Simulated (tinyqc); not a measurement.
Inside a calculation (part 2 of 2). Method: ROHF in the 6-311g basis, for H2+, spin multiplicity 2. Computed by tinyqc, a small Python program that keeps every step (integrals from PySCF). Command: `OMP_NUM_THREADS=1 python tinyqc.py 26506 26507 out.jsonl` (the two numbers bound the seeds that draw the settings). One thread of a shared host (Intel(R) Xeon(R) Processor @ 2.60GHz), about 0.01 s of CPU time with the checks.

Geometry (angstrom):
```
atom         x         y         z
H     0.000000  0.000000  0.000000
H     0.000000  0.000000  0.980000
```

## Iteration 2 (converged): orbitals

effective F (hartree):
```
           1H 1s      1H 2s      1H 3s      2H 1s      2H 2s      2H 3s
1H 1s   0.156215  -0.629967  -0.502145  -0.385169  -0.474921  -0.410126
1H 2s  -0.629967  -0.578648  -0.509629  -0.474921  -0.535833  -0.461617
1H 3s  -0.502145  -0.509629  -0.433244  -0.410126  -0.461617  -0.409912
2H 1s  -0.385169  -0.474921  -0.410126   0.156215  -0.629967  -0.502145
2H 2s  -0.474921  -0.535833  -0.461617  -0.629967  -0.578648  -0.509629
2H 3s  -0.410126  -0.461617  -0.409912  -0.502145  -0.509629  -0.433244
```

X:
```
               1          2          3          4          5         6
1H 1s   0.640433  -0.948586  -0.699852   0.623955   0.547884  0.154880
1H 2s  -1.939814   1.474586   0.850046   0.108649   0.336748  0.237109
1H 3s   2.554240  -0.845534   0.821042  -0.510521   0.118370  0.239754
2H 1s  -0.640433  -0.948586   0.699852   0.623955  -0.547884  0.154880
2H 2s   1.939814   1.474586  -0.850046   0.108649  -0.336748  0.237109
2H 3s  -2.554240  -0.845534  -0.821042  -0.510521  -0.118370  0.239754
```

Diagonalise F' = X^T F X, C = X C', fill 1 alpha and 0 beta electrons from the bottom; D(s) = C_occ C_occ^T. Each column has its largest component positive (the first on a tie).

F' = X^T F X (hartree):
```
           1          2          3          4          5          6
1   0.937355   0.000000  -0.855098   0.000000   0.352396   0.000000
2   0.000000   1.634715   0.000000  -0.899636   0.000000  -0.021283
3  -0.855098   0.000000   0.883418   0.000000  -0.619310   0.000000
4   0.000000  -0.899636   0.000000   0.434176   0.000000  -0.203521
5   0.352396   0.000000  -0.619310   0.000000   0.168709   0.000000
6   0.000000  -0.021283   0.000000  -0.203521   0.000000  -0.751885
```

orbital energies (hartree): MO1 -0.801525, MO2 -0.215029, MO3 0.000483, MO4 0.183237, MO5 2.021275, MO6 2.118048

coefficients C:
```
            MO1        MO2        MO3        MO4        MO5        MO6
1H 1s  0.204208   0.138522  -0.051916  -0.119660  -1.080100  -1.126378
1H 2s  0.390543   0.368328  -0.720908  -1.234794   1.714197   1.253075
1H 3s  0.038662   1.109733   0.886259   2.163633  -1.139933  -0.496076
2H 1s  0.204208  -0.138522  -0.051916   0.119660   1.080100  -1.126378
2H 2s  0.390543  -0.368328  -0.720908   1.234794  -1.714197   1.253075
2H 3s  0.038662  -1.109733   0.886259  -2.163633   1.139933  -0.496076
```

D(alpha) after iteration 2:
```
          1H 1s     1H 2s     1H 3s     2H 1s     2H 2s     2H 3s
1H 1s  0.041701  0.079752  0.007895  0.041701  0.079752  0.007895
1H 2s  0.079752  0.152524  0.015099  0.079752  0.152524  0.015099
1H 3s  0.007895  0.015099  0.001495  0.007895  0.015099  0.001495
2H 1s  0.041701  0.079752  0.007895  0.041701  0.079752  0.007895
2H 2s  0.079752  0.152524  0.015099  0.079752  0.152524  0.015099
2H 3s  0.007895  0.015099  0.001495  0.007895  0.015099  0.001495
```

D(beta) after iteration 2:
```
          1H 1s     1H 2s     1H 3s     2H 1s     2H 2s     2H 3s
1H 1s  0.000000  0.000000  0.000000  0.000000  0.000000  0.000000
1H 2s  0.000000  0.000000  0.000000  0.000000  0.000000  0.000000
1H 3s  0.000000  0.000000  0.000000  0.000000  0.000000  0.000000
2H 1s  0.000000  0.000000  0.000000  0.000000  0.000000  0.000000
2H 2s  0.000000  0.000000  0.000000  0.000000  0.000000  0.000000
2H 3s  0.000000  0.000000  0.000000  0.000000  0.000000  0.000000
```

## Convergence

Stop when the energy changes by less than 1e-10 hartree and every element of the error matrix X^T (F D S - S D F) X is below 3e-06.

Course of the cycle:
```
iteration  E (hartree)    change  largest element of the error matrix
1          -0.58921391         -                             1.27e-15
2          -0.58921391  2.22e-16                             1.15e-15
```

PySCF ROHF in the same basis = -0.58921391 hartree

Converged in 2 iterations.

## Populations, bond orders and dipole

overlap S:
```
          1H 1s     1H 2s     1H 3s     2H 1s     2H 2s     2H 3s
1H 1s  1.000000  0.706377  0.373664  0.108480  0.290827  0.269889
1H 2s  0.706377  1.000000  0.788963  0.290827  0.571919  0.603547
1H 3s  0.373664  0.788963  1.000000  0.269889  0.603547  0.838465
2H 1s  0.108480  0.290827  0.269889  1.000000  0.706377  0.373664
2H 2s  0.290827  0.571919  0.603547  0.706377  1.000000  0.788963
2H 3s  0.269889  0.603547  0.838465  0.373664  0.788963  1.000000
```

Mulliken: Z minus the diagonal of D S on the atom; Loewdin: the same with S^(1/2) D S^(1/2); Mayer order: 2 sum_s sum (D(s) S)_ij (D(s) S)_ji over the two atoms.

Charges (e):
```
atom  Mulliken   Loewdin  Mulliken spin
1H    0.500000  0.500000       0.500000
2H    0.500000  0.500000       0.500000
```

Mayer bond orders:
```
pair     order
2-1   0.500000
```

dipole moment about the origin, x y z (debye): 0.000000  0.000000  2.353570
